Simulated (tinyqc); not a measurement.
# Resistance of a source-drain extension with a graded tip: effects of single changes

y runs along the channel, the gate covers y > 0. The doping is N0 for y < y0 and N0 10^(-(y - y0)/la) beyond, uniform over the depth xj. Sheet conductance s(y) = q mu(N) max(N - Nch, 0) xj + (for y > 0) ma Cox Vo, with mu(N) = u0 + (u1 - u0)/(1 + (N/Nr)^au) and Cox = eps0 eox/tox. Current is taken as one-dimensional; depletion of the tip, spreading and the contact are left out. The metallurgical junction lies at yj, where N = Nch.

Values chosen for this exercise; mobility law close to that of holes in silicon: relative permittivity of the gate insulator (close to silicon dioxide) eox = 3.9; insulator thickness tox = 2.8 nm; active doping of the extension far from the gate N0 = 1.4e20 cm^-3; lateral abruptness la = 5.4 nm/decade; position under the gate where the fall begins (gate edge at 0) y0 = 1.1 nm; depth of the extension xj = 23 nm; channel doping Nch = 6.7e17 cm^-3; spacer length Ls = 17 nm; gate overdrive Vo = 0.51 V; mobility of the gate-induced layer ma = 72 cm^2/(V s); mobility at low doping u1 = 470.5 cm^2/(V s); mobility at high doping u0 = 44.9 cm^2/(V s); reference doping Nr = 2.23e17 cm^-3; exponent au = 0.719; gate length Lg = 60 nm.

Constants: q = 1.602176634e-19 C, eps0 = 8.8541878128e-14 F/cm where lengths are in cm. Results are converted to the units shown.

Each table varies one quantity; the others keep the values above.

## Abruptness at a fixed junction position

R_spacer = integral of dy/s from -Ls to 0, R_ov from 0 to yj, R_channel = (Lg - 2 yj)/(ma Cox Vo), R_total = 2 R_spacer + 2 R_ov + R_channel. Electrical length L_eff = ma Cox dR_total/d(1/Vo); R_series = R_total - L_eff/(ma Cox Vo). y0 is moved with la so that yj stays at 13.628 nm.

The same in every row: yj (nm) = 13.63; R_channel (ohm um) = 723.0.

Abruptness at a fixed junction position:

| la (nm/decade) | R_spacer (ohm um) | R_ov (ohm um) | R_total (ohm um) | L_eff (nm) | R_series (ohm um) |
|---|---|---|---|---|---|
| 1 | 6.757 | 17.33 | 771.2 | 33.32 | 35.42 |
| 2.3 | 6.757 | 32.94 | 802.4 | 34.06 | 50.32 |
| 3.6 | 6.757 | 48.54 | 833.6 | 34.80 | 65.21 |
| 4.9 | 6.757 | 64.15 | 864.9 | 35.54 | 80.10 |
| 6.1 | 6.777 | 78.54 | 893.7 | 36.22 | 93.85 |
| 7.4 | 7.802 | 93.18 | 925.0 | 36.96 | 109.0 |
| 8.7 | 10.56 | 106.2 | 956.7 | 37.68 | 124.7 |
| 10 | 15.13 | 117.8 | 988.9 | 38.37 | 141.5 |

What does the comparison show, and why?

As la goes from 1 to 10 nm/decade, R_total rises from 771 to 989 ohm um, R_spacer rises from 6.76 to 15.1 ohm um and R_ov rises from 17.3 to 118 ohm um. R_total changes on average by 24.2 ohm um for each nm/decade. L_eff exceeds the metallurgical length by 0.577 nm in the first row and 5.63 nm in the last, since the gate also controls the lightly doped tips.

## Effect of the depth of the extension

Same model as above.

The same in every row: yj (nm) = 13.63; R_channel (ohm um) = 723.0.

Effect of the depth of the extension:

| xj (nm) | R_spacer (ohm um) | R_ov (ohm um) | R_total (ohm um) | L_eff (nm) | R_series (ohm um) |
|---|---|---|---|---|---|
| 4 | 38.85 | 147.4 | 1096 | 41.62 | 176.4 |
| 5.6 | 27.75 | 131.0 | 1040 | 40.23 | 152.0 |
| 7.7 | 20.18 | 115.9 | 995.1 | 39.03 | 133.3 |
| 11 | 14.13 | 99.75 | 950.8 | 37.82 | 115.7 |
| 15 | 10.36 | 86.62 | 917.0 | 36.89 | 102.3 |
| 21 | 7.400 | 73.49 | 884.8 | 36.03 | 89.18 |
| 29 | 5.359 | 62.09 | 857.9 | 35.34 | 77.63 |
| 40 | 3.885 | 51.94 | 834.7 | 34.76 | 67.02 |

Read the table: what changes, and by how much?

As xj goes from 4 to 40, R_total falls from 1100 to 835 ohm um, L_eff falls from 41.6 to 34.8 nm and R_series falls from 176 to 67.0 ohm um.

tinyqc, about 0.04 s, one thread, Intel Xeon 2.30GHz (shared host): `OMP_NUM_THREADS=1 python tinyqc.py 2282120 2282121 out.jsonl`
